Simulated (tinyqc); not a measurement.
CMOS inverter, nodal equation and switching: two steps of the calculation.

An n-channel pull-down (bn, VTn) and a p-channel pull-up (bp, VTp) share the input Vin and the output node Vout, which carries the load C. Transistor (EKV form, voltages against the body): I = 2 n b Vt^2 [F(vp - Vs) - F(vp - Vd)] from drain to source, F(v) = ln^2(1 + exp(v/(2 Vt))), vp = (Vg - VT + sg |Vd - Vs|)/n. n-channel bodies are at 0; for the p-channel device all voltages are counted down from Vdd. b in uA/V^2 gives I in uA. Static: In = Ip. Transient: C dVout/dt = Ip - In. No velocity saturation, no gate capacitance beyond C.

Values chosen for this exercise:
```
symbol  value    unit                                  meaning
T         273       K                              temperature
Vdd       0.5       V                           supply voltage
n        1.17                                     slope factor
sg      0.098                   drain-induced barrier lowering
VTn      0.41       V                      n-channel threshold
VTp      0.35       V          p-channel threshold (magnitude)
bn        630  uA/V^2  gain factor of the pull-down transistor
bp       1300  uA/V^2    gain factor of the pull-up transistor
C        0.26      fF                         load capacitance
Vin      0.18       V                            input voltage
```

Constants: q = 1.602176634e-19 C, kB = 1.380649e-23 J/K, Vt = kB T/q. Results are converted to the units shown.

Task 1. Output voltage by Newton steps. f = In - Ip at (Vin, Vout); G = df/dVout by a central difference with +/- 1e-6 V; Vout(new) = Vout - f/G, the step limited to +/- 0.1 V.

Vout after iteration 1 = 0.35 V

Find: In; Ip; G; Vout after iteration 2.

Result 1.

In = 6.4793e-4 uA
Ip = 0.53357 uA
G = 1.5199 uS
Vout after iteration 2 = 0.45000 V

Task 2. Delays and energy. For a step input the delay to Vdd/2 is tHL = C times the integral of dV/(In - Ip) from Vdd/2 to Vdd at Vin = Vdd, and tLH likewise with Ip - In from 0 to Vdd/2 at Vin = 0. Energy drawn for one full cycle of the output: C Vdd^2. Leakage power: Vdd times the mean of the supply currents at Vin = 0 and Vdd.

Give: tHL; tLH; energy; leakage power.

Result 2.

tHL = 13.948 ps
tLH = 3.3033 ps
energy = 0.065000 fJ
leakage power = 0.0078754 nW

Program tinyqc, `OMP_NUM_THREADS=1 python tinyqc.py 2340158 2340159 out.jsonl`; Intel Xeon 2.30GHz, shared host, one thread, about 0.04 s.
